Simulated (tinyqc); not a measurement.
Band-to-band tunnelling across a p-n junction in a two-band chain: one step. WKB for the same field. Two cases, with inputs chosen for the exercise.

Question. T = exp(-2 I/F), I = integral of q de across the gap. Continuum: q = sqrt(Eg^2/4 - e^2)/(t a), I = pi Eg^2/(8 t a). Lattice: q from the cosh formula, 12 Gauss-Legendre points in u with e = (Eg/2) sin(u), u from -pi/2 to pi/2. F in V/angstrom is the value in MV/cm over 100.

Sites alternate A at -Eg/2 and C at +Eg/2 with hopping -t; near the edges, with k counted from the zone boundary pi/a, E^2 = (Eg/2)^2 + (t a k)^2, so t = sqrt(c Eg/m)/a gives the mass m, c = hbar^2/2m0. In the gap cosh(q a) = 1 + (Eg^2/4 - e^2)/(2 t^2), e the energy from the local mid-gap. The potential is V0 = Eg + ov on the p side (left), 0 on the n side, and falls linearly over the 2N sites of the junction, V_j = V0 (1 - j/(2N + 1)), j = 1 to 2N, site 1 being A. E = Eg/2 + x ov. A half chain that ends on a site of level e1 with neighbour e2 has g = (1 + z)/(E - e1), z = exp(-/+ i k a) the root with Im g < 0, cos(k a) = (E - e1)(E - e2)/(2 t^2) - 1. S_L = t^2 g (ending on C, shifted by V0), S_R = t^2 g (starting on A). T = 4 Im(S_L) Im(S_R) |G_(1,2N)|^2.

Constants: hbar^2/2m0 = 3.80998211 eV angstrom^2.

Give: I; T by WKB.

Case 1.

Values chosen (gap and mass near those of GaSb; shifted at random, so the results belong to these values and not to a real crystal): Eg = 0.742 eV (gap); m = 0.0428 m0 (mass of electron and light hole); a = 4 angstrom (period (two sites)); ov = 0.18 eV (overlap: top of the valence band on the p side above the conduction edge on the n side).

F = 4.19091 MV/cm

Answer.

I (eV/angstrom): continuum 0.026603, lattice 0.026575

T by WKB: continuum 0.2810, lattice 0.2813

The chain gives 0.2184, 0.776 times the lattice WKB value; the exponent is only 1.27, and reflections at the two kinks of the potential count.

Case 2.

Values chosen (gap and mass near those of InAs; shifted at random, so the results belong to these values and not to a real crystal): Eg = 0.366 eV (gap); m = 0.0231 m0 (mass of electron and light hole); a = 5 angstrom (period (two sites)); ov = 0.48 eV (overlap: top of the valence band on the p side above the conduction edge on the n side).

F = 3.76000 MV/cm

Answer.

I (eV/angstrom): continuum 0.006771, lattice 0.006768

T by WKB: continuum 0.6976, lattice 0.6977

The chain gives 0.7145, 1.024 times the lattice WKB value; the exponent is only 0.36, and reflections at the two kinks of the potential count.

Computed by tinyqc, one run a case: `OMP_NUM_THREADS=1 python tinyqc.py N N+1 out.jsonl` with N = 1452484, 1452501; one thread of a shared Intel(R) Xeon(R) Processor @ 2.30GHz, about 0.01 s a run at most.
